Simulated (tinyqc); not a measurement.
# Holstein polaron on two sites, step by step

A worked calculation. Computed by tinyqc, a small Python program that keeps every step. Command: `OMP_NUM_THREADS=1 python tinyqc.py 3006495 3006496 out.jsonl holstein walk`. One thread of a shared host (Intel(R) Xeon(R) Processor @ 2.30GHz), about 0.01 s of CPU time with the checks. Intermediate numbers are printed to about 6 digits and carried at full precision; extremes and crossings named in words are read from the listed rows.

One electron on sites 1 and 2: H = -t (c1+ c2 + c2+ c1) + hbar omega sum_i b_i+ b_i - g hbar omega sum_i n_i (b_i + b_i+). The symmetric phonon shifts the energy by -g^2 hbar omega/2 and drops out; with b = (b_1 - b_2)/sqrt(2) there remains H = -t sigma_x + hbar omega b+ b - (g hbar omega/sqrt(2)) sigma_z (b + b+). Parity splits it into blocks p = +1 and -1 over phonon numbers n. Zero-point energies are left out. Weights Z refer to mode b alone; the displaced symmetric mode multiplies the full zero-phonon weight by exp(-g^2/2).

Inputs (values chosen for the exercise, for a model dimer):
```
quantity                  value  unit
hopping t                    32   meV
phonon energy hbar omega     60   meV
coupling g                    2     -
phonon levels kept N          4     -
temperature T               300     K
```

Constants: hbar = 6.582119569e-16 eV s; k_B = 8.617333262e-05 eV/K.

## Energy scales

Polaron binding energy E_p = g^2 hbar omega; ratio E_p/t (the adiabatic potential has two wells when it exceeds 1); adiabaticity hbar omega/t.

E_p = 240 meV

E_p/t = 7.5

hbar omega/t = 1.875

## The even block in a small basis

Block p: H_nn = n hbar omega - p t (-1)^n - g^2 hbar omega/2, H_(n,n+1) = -(g hbar omega/sqrt(2)) sqrt(n + 1). Take p = +1 and n = 0..N-1.

H, even block (meV), lower triangle (symmetric):
```
          1         2         3       4
1  -152.000
2   -84.853   -28.000
3     0.000  -120.000   -32.000
4     0.000     0.000  -146.969  92.000
```

## Levels in the small basis

Diagonalise H; the eigenvector has its largest component positive; Z is the weight of n = 0.

levels (meV): -230.094  -141.853  39.452  212.495

lowest eigenvector: 0.607980  0.559549  0.512438  0.233822

Z in the small basis = 0.369639

## Converged results

Use 60 levels in both blocks; Z = c_0^2 is the weight of n = 0 in the ground state c; the splitting is the lowest odd level less the lowest even one, which without coupling is the smaller of 2t and hbar omega; <sigma_x> = sum (-1)^n c_n^2 measures the kinetic energy.

ground-state energy = -243.141 meV

weight Z of n = 0 in mode b = 0.196960

mean phonon number in b = 1.85949

splitting = 1.26660 meV

splitting/(2t) = 0.0197906

<sigma_x> = 0.179654

The small basis misses the ground-state energy by 13 meV. The splitting has collapsed while <sigma_x> stays much larger: the electron still makes virtual hops, but drags its distortion only slowly.

## Approximations to the ground state

Second order: E = -t - E_p/2 - (E_p/2) hbar omega/(hbar omega + 2t). Lang-Firsov: E = -E_p - t exp(-g^2). Variable displacement: E(x) = -E_p/2 - t exp(-g^2 x^2) - (E_p/2)(2x - x^2), minimised over 0 <= x <= 1. Adiabatic, classical lattice: E = -E_p/2 - t for E_p < t, else -E_p - t^2/(2 E_p); it leaves out the change of zero-point energy.

Ground-state energy (meV):
```
method                        E  E - exact
second order in g      -210.065    33.0770
Lang-Firsov            -240.586     2.5554
variable displacement  -240.640     2.5020
adiabatic, classical   -242.133     1.0082
```

best displacement x = 0.97712

Closest here is adiabatic, classical (+1.01 meV), furthest second order in g (+33.08 meV), at hbar omega/t = 1.88 and E_p/t = 7.50. Lang-Firsov and variable displacement are variational and lie above the exact value.

## Hopping rate at temperature T

Nonadiabatic high-temperature (Marcus-Holstein) rate with reorganisation energy Lambda = 2 E_p, where E_p = g^2 hbar omega is the polaron binding energy: k = (t^2/hbar) sqrt(pi/(Lambda k_B T)) exp(-Lambda/(4 k_B T)); the adiabatic barrier is Lambda/4 - t + t^2/Lambda for E_p > t.

diabatic barrier Lambda/4 = 120 meV

rate k = 2.38633e+11 1/s

adiabatic barrier = 90.1333 meV

Caution: k_B T lies below hbar omega/2, so nuclear tunnelling, left out of this classical rate, makes the true rate larger.

Checks made by the program: 60 against 80 levels (relative difference below 1e-10); Hellmann-Feynman: dE/dt = -<sigma_x> (relative difference below 1e-10).
